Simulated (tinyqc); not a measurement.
Worked calculation: deformation potentials from a strained empirical pseudopotential. Values are carried at full precision from step to step, so a last printed digit may differ when a step is redone from the rounded ones.

Diamond lattice, no spin-orbit coupling. Atomic form factor V(q) = a1 (q^2 - a2)/(a3 exp(a4 q^2) - 1) in rydberg with q in 1/bohr, for the unstrained cell. Under a strain e the reciprocal vectors and k go over into (1 + e)^(-1) G, the atoms sit at +/- tau with tau = (1 + e) a (1,1,1)/8 - zeta a (eyz, ezx, exy)/4, and H(G,G') = c |k + G|^2 delta + (V(q)/det(1 + e)) cos(q.tau), q = G - G', with the term q = 0 left out; c = hbar^2/2m0. The basis is fixed before straining: all G with |k + G|^2 up to 16 (2 pi/a)^2. k is given in units of 2 pi/a of the unstrained cell.

Constants: a0 (Bohr radius) = 0.5291772105 angstrom; hbar^2/2m0 = 3.80998211 eV angstrom^2; Ry = 13.60569312 eV.

Inputs chosen for the exercise (near those of Si; the results hold for these values, not for the real material):
- a = 5.441 angstrom (lattice constant)
- A = (0.537, 2.199, 2.058, 0.487) (a1 (Ry bohr^2), a2 (1/bohr^2), a3, a4 (bohr^2))
- h = 0.001 (size of the test strain)
- kD = 0.82 2 pi/a (position of the Delta minimum)
- zeta = 0.53 (internal-strain parameter)

## Form factors, unstrained and under a volume change

q^2 = n (2 pi/a)^2 a0^2 for the shells n = 3, 8, 11; for e = h 1, q^2 is divided by (1 + h)^2 and V by (1 + h)^3. Last column: the change divided by the relative change of volume, (1 + h)^3 - 1.

Form factors:
```
n   q^2 (1/bohr^2)    V (Ry)  V expanded (Ry)  dV/(dVol/Vol) (Ry)
3          1.12028  -0.22705         -0.22719             -0.0446
8          2.98741   0.05417          0.05377             -0.1315
11         4.10769   0.07211          0.07189             -0.0726
```

## Gaps under a volume change

e = -h 1, 0, +h 1; gaps from the valence top to the s-like level at Gamma (level 8), and to level 5 at (kD,0,0) and (1/2,1/2,1/2).

Gaps (eV):
```
gap             e = -h    e = 0   e = +h
Gamma, s-like  4.07438  4.04762  4.02087
Delta          1.20777  1.21549  1.22312
L              2.04473  2.03881  2.03284
```

## Hydrostatic deformation potentials

a = [E(+h) - E(-h)]/(3 ln((1 + h)/(1 - h))).

a of the gaps to Gamma, Delta, L (eV): -8.92  2.56  -1.98

Compression opens the Gamma gap, opens the L gap and closes the Delta gap. Only differences are defined here: the absolute shifts depend on the mean potential, which this model leaves out.

## Tetragonal strain

e = diag(-h/2, -h/2, h). Level 5 at (kD,0,0) and (0,0,kD), and levels 2 to 4 at Gamma, all from the mean of the three valence levels.

Delta x, Delta z (eV): 1.21151  1.22346

valence levels (eV): -0.00990  0.00495  0.00495

## Xu of the Delta valleys and b

For e = diag(-h/2, -h/2, h): E(Delta z) - E(Delta x) = Xu (ezz - exx), and without spin-orbit coupling E(Z) - E(X, Y) = 3 b (ezz - exx); Z is the single level, X and Y the pair.

Xu = 7.97 eV
b = -3.30 eV

Stretching along z raises the valleys on the z axis and lowers the Z valence state. One-sided differences carry an error of order h. A local potential fitted to band energies alone fixes these slopes only roughly; b tends to come out too large and Xu of L too small.

## Trigonal strain

exy = eyz = ezx = h, with the internal displacement. Level 5 at (1/2,1/2,1/2) and (1/2,-1/2,-1/2), and levels 2 to 4 at Gamma, from the mean of the three valence levels.

L [111], L [1-1-1] (eV): 2.06243  2.03091

valence levels (eV): -0.01393  0.00696  0.00696

## Xu of the L valleys and d

For the tensor strain exy = eyz = ezx = h: E(L [111]) - E(L [1-1-1]) = (8/3) Xu h, and E(single valence level) - E(pair) = 3 sqrt(3) d h. Find Xu and d.

Xu (L) = 11.82 eV
d = -4.02 eV

## Checks

- Level 5 at (kD,0,0) and (0,kD,0) under the tetragonal strain (eV): both 11.2709.

Program tinyqc; command `OMP_NUM_THREADS=1 python tinyqc.py 1850091 1850092 out.jsonl`; about 0.2 s on one thread of a shared Intel(R) Xeon(R) Processor @ 2.30GHz.
